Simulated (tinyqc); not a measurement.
Worked calculation: geometry optimisation on the UHF/sto-6g surface (energies and gradients from PySCF), for H4+, spin multiplicity 2. One step of it, computed by the program tinyqc.

Question. Step 2: move. Steepest descent, p = -g / 0.3; steps longer than 0.3 bohr are cut back.

positions after step 1 (bohr):
```
            x          y          z
1H  -0.103677  -0.029029  -0.059843
2H   0.061269   0.062244   1.585939
3H  -0.092401  -0.043256   3.484891
4H   0.027095  -0.061769   5.146291
```

gradient (hartree/bohr):
```
              x            y            z
1H   0.00047206   0.00017434   0.00422860
2H  -0.00001603   0.00016165  -0.01144906
3H  -0.00009476  -0.00024259   0.01086943
4H  -0.00036127  -0.00009341  -0.00364897
```

Give: positions after step 2.

Answer.

positions after step 2 (bohr):
```
          x        y        z
1H  -0.1053  -0.0296  -0.0739
2H   0.0613   0.0617   1.6241
3H  -0.0921  -0.0424   3.4487
4H   0.0283  -0.0615   5.1585
```
